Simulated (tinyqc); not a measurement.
Grain-boundary diffusion: Harrison regimes, Fisher and Le Claire analysis, Hart average: one step, computed by the program tinyqc.

A boundary is a slab of width delta with diffusivity D_b, normal to a surface held at constant concentration; it leaks into grains of diffusivity D.

Problem. Regime. l = sqrt(D t); P = s delta D_b; alpha = s delta/(2 l); beta = P/(2 D l). Regime A if l > 3 d, C if alpha > 1, B if alpha < 0.1, l < d/4 and beta > 10, otherwise a transition.

Inputs (values chosen for the exercise, for a model polycrystal):
```
quantity               value  unit
boundary width delta    0.73    nm
segregation factor s      10     -
grain size d            0.55    um
temperature T           1450     K
time t                810000     s
```

D = 9.034364e-16 m^2/s

triple product P = 4.134776e-21 m^3/s

Give: lattice diffusion length l; alpha; beta; regime.

Solution.

lattice diffusion length l = 27.051 um

alpha = 1.3493e-04

beta = 0.084593

Regime: A

The leakage zones of neighbouring boundaries overlap fully: one effective diffusivity describes the profile.
